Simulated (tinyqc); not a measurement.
Elastic trap-assisted tunnelling through a dielectric: one step of the calculation.

Emitter at x = 0 (Fermi level 0), collector at x = t (Fermi level -V), band edge U(x) = phi - F x, F = V/t. A trap at x has the energy E = U(x) - Et. With G(u) = (4/(3 F)) sqrt(mo/C) max(u, 0)^1.5, C = hbar^2/(2 m0): S1 = G(phi - E) - G(Et), S2 = G(Et) - G(phi - V - E), T1,2 = exp(-S1,2). The steady rate through one trap is nu T1 T2 (f1 - f2)/(T1 + T2), f1 = f(E), f2 = f(E + V), f(y) = 1/(1 + exp(y/Vt)); both contacts offer states at E.

Problem. The best-placed trap against direct tunnelling. At x = xs: E, S1, S2 and the occupation (T1 f1 + T2 f2)/(T1 + T2). Direct tunnelling at E = 0 has S = (4/(3 F)) sqrt(mo/C) [phi^1.5 - max(phi - V, 0)^1.5].

Inputs (values chosen for the exercise); dielectric values close to those of silicon dioxide: temperature T = 300 K; barrier above the emitter Fermi level phi = 3.13 eV; tunnelling mass mo = 0.52 m0; thickness t = 5.2 nm; trap depth below the band edge of the dielectric Et = 2.5 eV; attempt frequency nu = 1e14 1/s; voltage V = 1.85 V.

Constants: q = 1.602176634e-19 C, kB = 1.380649e-23 J/K, hbar = 1.054571817e-34 J s, m0 = 9.1093837015e-31 kg, Vt = kB T/q, hbar^2/(2 m0) = 0.0380998212 eV nm^2. Results are converted to the units shown.

xs = 2.33 nm

Give: E; S1; S2; occupation; S of direct tunnelling.

Solution.

E = -0.1989 eV
S1 = 29.37
S2 = 29.83
occupation = 0.6131
S of direct tunnelling = 56.62

Range of the model: Phonon-assisted (inelastic) capture, chains of traps and a spread of trap depths are left out.

Program tinyqc, `OMP_NUM_THREADS=1 python tinyqc.py 2370008 2370009 out.jsonl`; Intel Xeon 2.30GHz, shared host, one thread, about 0.04 s.
